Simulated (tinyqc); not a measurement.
Inside a calculation. Method: CCD on RHF in the sto-3g basis, for BeH2, spin multiplicity 1. One step of it, computed by the program tinyqc.

Question. CCD: starting amplitudes. t_ij^ab = <ij||ab> / (e_i + e_j - e_a - e_b), whose energy is MP2.

orbital energies (hartree): MO1 -4.525414, MO2 -0.438564, MO3 -0.399269, MO4 0.213564, MO5 0.213564, MO6 0.410634, MO7 0.818722

Two-electron integrals over orbitals (pq|rs), unique and non-zero (hartree):
```
(11|11) 2.271654    (21|11) -0.192024   (21|21) 0.024973    (22|11) 0.472282
(22|21) -0.006152   (22|22) 0.386552    (31|31) 0.005487    (32|31) 0.012499
(32|32) 0.161951    (33|11) 0.439453    (33|21) -0.002579   (33|22) 0.399328
(33|33) 0.422631    (41|41) 0.015760    (42|41) 0.015085    (42|42) 0.048311
(43|43) 0.013580    (44|11) 0.569180    (44|21) -0.007611   (44|22) 0.361439
(44|33) 0.346362    (44|44) 0.449859    (51|51) 0.015760    (52|51) 0.015085
(52|52) 0.048311    (53|53) 0.013580    (54|54) 0.024249    (55|11) 0.569180
(55|21) -0.007611   (55|22) 0.361439    (55|33) 0.346362    (55|44) 0.401360
(55|55) 0.449859    (61|11) -0.188869   (61|21) 0.025159    (61|22) -0.006346
(61|33) -0.003504   (61|44) -0.005280   (61|55) -0.005280   (61|61) 0.025495
(62|11) 0.124626    (62|21) -0.006328   (62|22) -0.019596   (62|33) -0.043899
(62|44) 0.059916    (62|55) 0.059916    (62|61) -0.004738   (62|62) 0.080230
(63|31) -0.001419   (63|32) -0.093095   (63|63) 0.084787    (64|41) 0.016333
(64|42) 0.047044    (64|64) 0.050274    (65|51) 0.016333    (65|52) 0.047044
(65|65) 0.050274    (66|11) 0.469399    (66|21) -0.006727   (66|22) 0.386893
(66|33) 0.397985    (66|44) 0.360499    (66|55) 0.360499    (66|61) -0.006419
(66|62) -0.030939   (66|66) 0.402879    (71|31) 0.010370    (71|32) 0.019164
(71|63) -0.000845   (71|71) 0.019858    (72|31) 0.004086    (72|32) -0.041645
(72|63) 0.061769    (72|71) 0.007929    (72|72) 0.056875    (73|11) 0.145768
(73|21) -0.004517   (73|22) -0.002235   (73|33) -0.018782   (73|44) 0.064926
(73|55) 0.064926    (73|61) -0.003520   (73|62) 0.075756    (73|66) -0.022958
(73|73) 0.084703    (74|43) 0.013547    (74|74) 0.016778    (75|53) 0.013547
(75|75) 0.016778    (76|31) 0.010486    (76|32) 0.141477    (76|63) -0.093223
(76|71) 0.016464    (76|72) -0.051571   (76|76) 0.138741    (77|11) 0.562505
(77|21) -0.008283   (77|22) 0.414515    (77|33) 0.432151    (77|44) 0.384655
(77|55) 0.384655    (77|61) -0.008234   (77|62) -0.027565   (77|66) 0.423647
(77|73) -0.003342   (77|77) 0.471955
```

Give: Starting amplitudes; correlation energy.

Answer.

Starting amplitudes (spin orbitals 1a, 1b, ...; amplitudes related by a flip of all spins are not repeated):
```
from      to          t
3a 3b  6a 6b     -0.052
2a 2b  6a 6b     -0.047
2a 2b  5a 5b     -0.037
2a 2b  4a 4b     -0.037
2a 3b  6a 7b     -0.037
3a 3b  7a 7b     -0.035
2a 3b  6b 7a      0.030
2a 2b  7a 7b     -0.023
3a 3b  5a 5b     -0.011
3a 3b  4a 4b     -0.011
2a 3a  6a 7a     -0.007
1a 2b  5a 5b  -2.80e-03
1a 2b  4a 4b  -2.80e-03
1a 1b  6a 6b  -2.58e-03
1a 1b  7a 7b  -1.86e-03
1a 1b  5a 5b  -1.66e-03
1a 1b  4a 4b  -1.66e-03
1a 2b  7a 7b  -1.20e-03
1a 2b  6a 6b   8.19e-04
1a 3b  6a 7b   5.72e-04
1a 3a  6a 7a   4.35e-04
1a 3b  6b 7a  -1.37e-04
```

correlation energy = -0.02613 hartree
